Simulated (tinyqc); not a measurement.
sp3s* tight binding: one step. Levels at this k. The numbers come from values chosen for the exercise (near a published set for InAs, fitted to gaps, whose masses and valley positions are rough).

H(k) (eV), rows sa, xa, ya, za, s*a, sc, xc, yc, zc, s*c and columns alike:
```
[[-9.550000, 0, 0, 0, 0, -3.905479+0.579702i, -0.579556+1.094591i, -0.579556+1.094591i, -0.579556+1.094591i, 0],
 [0, 0.902000, 0, 0, 0, 1.048038-1.979400i, 1.283880-0.190570i, -0.864206+1.632201i, -0.864206+1.632201i, 0.751584-1.419496i],
 [0, 0, 0.902000, 0, 0, 1.048038-1.979400i, -0.864206+1.632201i, 1.283880-0.190570i, -0.864206+1.632201i, 0.751584-1.419496i],
 [0, 0, 0, 0.902000, 0, 1.048038-1.979400i, -0.864206+1.632201i, -0.864206+1.632201i, 1.283880-0.190570i, 0.751584-1.419496i],
 [0, 0, 0, 0, 7.433000, 0, -0.648445+1.224699i, -0.648445+1.224699i, -0.648445+1.224699i, 0],
 [-3.905479-0.579702i, 1.048038+1.979400i, 1.048038+1.979400i, 1.048038+1.979400i, 0, -2.719000, 0, 0, 0, 0],
 [-0.579556-1.094591i, 1.283880+0.190570i, -0.864206-1.632201i, -0.864206-1.632201i, -0.648445-1.224699i, 0, 3.757000, 0, 0, 0],
 [-0.579556-1.094591i, -0.864206-1.632201i, 1.283880+0.190570i, -0.864206-1.632201i, -0.648445-1.224699i, 0, 0, 3.757000, 0, 0],
 [-0.579556-1.094591i, -0.864206-1.632201i, -0.864206-1.632201i, 1.283880+0.190570i, -0.648445-1.224699i, 0, 0, 0, 3.757000, 0],
 [0, 0.751584+1.419496i, 0.751584+1.419496i, 0.751584+1.419496i, 0, 0, 0, 0, 0, 6.748000]]
```

Problem. Diagonalise H, which belongs to k = (0.31, 0.31, 0.31) (2 pi/a). Four bands are filled (two electrons each); give the make-up of band 5, the lowest empty one.

Give: levels; weights of band 5; weight of band 5 on atom a.

Solution.

levels (eV): [-11.7607, -4.7563, -0.8287, -0.8287, 1.5809, 4.2806, 5.4877, 5.4877, 7.9236, 9.3027]

weights of band 5: s 0.489, p 0.421, s* 0.090

weight of band 5 on atom a = 0.296

The vertical gap at this k is 2.4097 eV; band 5 is mostly s-like.

tinyqc: `OMP_NUM_THREADS=1 python tinyqc.py 1450643 1450644 out.jsonl`; about 0.06 s, one thread, shared Intel(R) Xeon(R) Processor @ 2.30GHz.
